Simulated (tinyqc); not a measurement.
What moves the results: conduction-band anticrossing with a localised impurity level. A value that a table varies takes the place of the one given here.

Host conduction band EM(k) = Eg - al x + c k^2/mM, c = hbar^2/2m0, coupled to a flat level EI by V = C sqrt(x): H = [[EM, V], [V, EI]], E+/- = (EM + EI)/2 +/- sqrt((EM - EI)^2/4 + V^2). The host weight of a state at E is f = 1/(1 + V^2/(E - EI)^2), and its mass at k = 0 is mM/f. The gap is E-(0), the valence top staying at 0.

Constants: hbar^2/2m0 = 3.80998211 eV angstrom^2.

Values chosen for the exercise (host near GaAs; not measured data): Eg = 1.537 eV (gap at Gamma to the s-like level); mM = 0.0657 m0 (mass of the host band); EI = 1.784 eV (impurity level, from the valence top of the host); C = 2.24 eV (coupling); al = 0.95 eV (linear shift of the host edge); x = 0.029 (impurity fraction); aM = 111 meV/GPa (pressure coefficient of the host edge); aI = 18 meV/GPa (pressure coefficient of the level).

## Impurity fraction

The last column is the bowing that a quadratic law would need at that x, (Eg - gap)/(x (1 - x)), with equal end gaps.

Results:

| x (%) | E- (eV) | E+ (eV) | gap (eV) | host weight of E- | mass of E- | bowing (eV) |
|---|---|---|---|---|---|---|
| 0.1 | 1.5172 | 1.8028 | 1.5172 | 0.934 | 0.0703 | 19.8 |
| 0.2 | 1.4998 | 1.8193 | 1.4998 | 0.889 | 0.0739 | 18.6 |
| 0.5 | 1.4558 | 1.8604 | 1.4558 | 0.811 | 0.0810 | 16.3 |
| 1.0 | 1.3976 | 1.9139 | 1.3976 | 0.748 | 0.0878 | 14.1 |
| 2.0 | 1.3074 | 1.9946 | 1.3074 | 0.694 | 0.0947 | 11.7 |
| 3.0 | 1.2345 | 2.0580 | 1.2345 | 0.667 | 0.0985 | 10.4 |
| 5.0 | 1.1147 | 2.1588 | 1.1147 | 0.641 | 0.1025 | 8.9 |
| 8.0 | 0.9687 | 2.2763 | 0.9687 | 0.624 | 0.1054 | 7.7 |

The apparent bowing falls from 19.8 to 7.7 eV, so no single constant describes the gap: the part from the coupling goes as x while V is small against |EM - EI| and as sqrt(x) beyond (V = |Eg - EI| near x = 1.22 %), with the linear term al x on top; the fall of the gap goes as the power 0.91 of x between the first two rows and 0.63 between the last two. The mass of E- goes from 0.0703 to 0.1054, higher although the gap falls, against the usual k.p trend; with al = 0 the weight tends to 1/2 at large x.

## Pressure

Eg and EI move linearly with pressure; V is kept. The slope of E- is f aM + (1 - f) aI.

Results:

| P (GPa) | EM (eV) | EI (eV) | E- (eV) | E+ (eV) | host weight of E- | slope of E- (meV/GPa) |
|---|---|---|---|---|---|---|
| 0 | 1.5094 | 1.7840 | 1.2413 | 2.0521 | 0.669 | 80.2 |
| 1 | 1.6204 | 1.8020 | 1.3191 | 2.1033 | 0.616 | 75.3 |
| 2 | 1.7314 | 1.8200 | 1.3917 | 2.1597 | 0.558 | 69.9 |
| 3 | 1.8424 | 1.8380 | 1.4588 | 2.2217 | 0.497 | 64.2 |
| 4 | 1.9534 | 1.8560 | 1.5202 | 2.2893 | 0.437 | 58.6 |
| 5 | 2.0644 | 1.8740 | 1.5761 | 2.3624 | 0.379 | 53.2 |
| 6 | 2.1755 | 1.8920 | 1.6268 | 2.4407 | 0.326 | 48.3 |
| 7 | 2.2864 | 1.9100 | 1.6729 | 2.5236 | 0.279 | 43.9 |
| 8 | 2.3975 | 1.9280 | 1.7148 | 2.6106 | 0.238 | 40.1 |

The unmixed levels cross at 2.95 GPa, where E+ - E- has its minimum 2V = 0.763 eV and the weights are 1/2. The slope of E- falls from 80 to 40 meV/GPa, between the limits aM = 111 and aI = 18, as the state turns impurity-like. The X valleys, which pass below the Gamma edge of the host at high pressure, are left out.

## What each parameter does

At k = 0. Each row changes one parameter from the base and keeps the others.

Results:

| case | E- (eV) | E+ (eV) | gap (eV) | mass (m0) |
|---|---|---|---|---|
| base | 1.2413 | 2.0521 | 1.2413 | 0.0982 |
| EI = 1.734 eV | 1.2241 | 2.0194 | 1.2241 | 0.1025 |
| al = 1.45 eV | 1.2316 | 2.0474 | 1.2316 | 0.0970 |
| Eg = 1.587 eV | 1.2741 | 2.0694 | 1.2741 | 0.1025 |
| C = 1.904 eV | 1.2946 | 1.9988 | 1.2946 | 0.0945 |
| x = 0.03335 | 1.2125 | 2.0768 | 1.2125 | 0.0994 |
| mM = 0.07555 m0 | 1.2413 | 2.0521 | 1.2413 | 0.1129 |

The largest shifts from the base row, up to three for each result and ties (the steps differ in size, so this ranks the rows, not the parameters). E- (eV): C +0.0533, Eg +0.0328, x -0.0288; unchanged at the printed digits by mM. E+ (eV): C -0.0533, EI -0.0328, x +0.0247; unchanged at the printed digits by mM. gap (eV): C +0.0533, Eg +0.0328, x -0.0288; unchanged at the printed digits by mM. mass (m0): mM +0.0147, EI +0.0043, Eg +0.0043.

Program tinyqc; command `OMP_NUM_THREADS=1 python tinyqc.py 1050171 1050172 out.jsonl`; about 0.01 s on one thread of a shared Intel(R) Xeon(R) Processor @ 2.30GHz.
